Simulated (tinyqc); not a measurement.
## MOSFET in saturation, small-signal circuit and noise: gains against frequency

Bias by the inversion coefficient IC = I/Ispec (charge-based model with velocity saturation; weak inversion below 0.1, strong above 10). Common-source circuit: gm, gds, Cgs, Cgd and Cj at the inner nodes, Rg in series with the gate; quasi-static, no source or drain resistance, no gate-body capacitance, no substrate network, no induced gate noise, so fmax is an upper estimate.

Ispec = 2 n mu Cox (W/L) Vt^2, lc = Ls/L, gms = [sqrt((lc IC + 1)^2 + 4 IC) - 1]/[2 + lc (lc IC + 1)], gm = gms Ispec/(n Vt), gds = sg gm. qs = [sqrt(1 + 4 IC) - 1]/2, Cgs = Cox W L qs (2 qs + 3)/(3 (qs + 1)^2) + Cov W, Cgd = Cov W, Cd = Cj W, Rg = Rsh (Wf/L)/(12 Nf) + Rc/W with Nf = W/Wf fingers (not rounded) contacted at both ends. fT = gm/(2 pi (Cgs + Cgd)), fmax = fT/(2 sqrt(Rg (gds + 2 pi fT Cgd))). Inner admittances at w = 2 pi f: y11 = i w (Cgs + Cgd), y12 = -i w Cgd, y21 = gm - i w Cgd, y22 = gds + i w (Cgd + Cd). Invert to Z, add Rg to Z11 and invert back to Y. |h21| = |Y21/Y11|; U = |Y21 - Y12|^2/(4 [Re Y11 Re Y22 - Re Y12 Re Y21]). MSG = |Y21/Y12|; stability factor k = [2 Re Y11 Re Y22 - Re(Y12 Y21)]/|Y12 Y21|.

Values chosen for this exercise:
- T = 300 K (temperature)
- L = 65 nm (gate length)
- W = 10 um (total gate width)
- Cox = 1.29 uF/cm^2 (gate capacitance)
- mu = 150 cm^2/(V s) (mobility)
- n = 1.18 (slope factor)
- Ls = 15 nm (velocity-saturation length)
- sg = 0.034 (ratio gds/gm)
- Cov = 0.24 fF/um (overlap and fringe capacitance per side)
- Cj = 0.73 fF/um (drain junction capacitance)
- Rsh = 8 ohm (sheet resistance of the gate)
- Wf = 2 um (finger width)
- Rc = 50 ohm um (gate contact and vertical resistance)
- IC = 1.7 (inversion coefficient)

Constants: q = 1.602176634e-19 C, kB = 1.380649e-23 J/K, Vt = kB T/q. Results are converted to the units shown.

The same in every row: f sqrt(U) (GHz) = 203.51.

Results:

| f (GHz) | \|h21\| (dB) | U (dB) | MSG (dB) | k |
|---|---|---|---|---|
| 0.25 | 40.125 | 58.213 | 25.366 | 0.0031661 |
| 0.89 | 29.097 | 47.184 | 19.852 | 0.011271 |
| 1.7 | 23.477 | 41.563 | 17.042 | 0.021526 |
| 3.1 | 18.262 | 36.345 | 14.435 | 0.039235 |
| 5.8 | 12.835 | 30.903 | 11.721 | 0.073288 |
| 11 | 7.3266 | 25.344 | 8.9669 | 0.13819 |
| 20 | 2.2921 | 20.151 | 6.4496 | 0.24671 |

Estimate the missing row, f = 0.47 GHz.

Computed row:

| f (GHz) | \|h21\| (dB) | U (dB) | MSG (dB) | k |
|---|---|---|---|---|
| 0.47 | 34.642 | 52.730 | 22.625 | 0.0059523 |

With this row back in the table: Over the table |h21| falls by 19.9 dB a decade, U by 20.0 and MSG by 9.94. The product f sqrt(U) stays at 204 GHz, against fmax = 204 GHz from the formula. k stays below one in all rows, so the device is only conditionally stable. In every row fmax exceeds 4 fT, where channel resistance and substrate losses, left out here, would cap it.

tinyqc, about 0.01 s, one thread, Intel Xeon 2.30GHz (shared host): `OMP_NUM_THREADS=1 python tinyqc.py 2150021 2150022 out.jsonl`
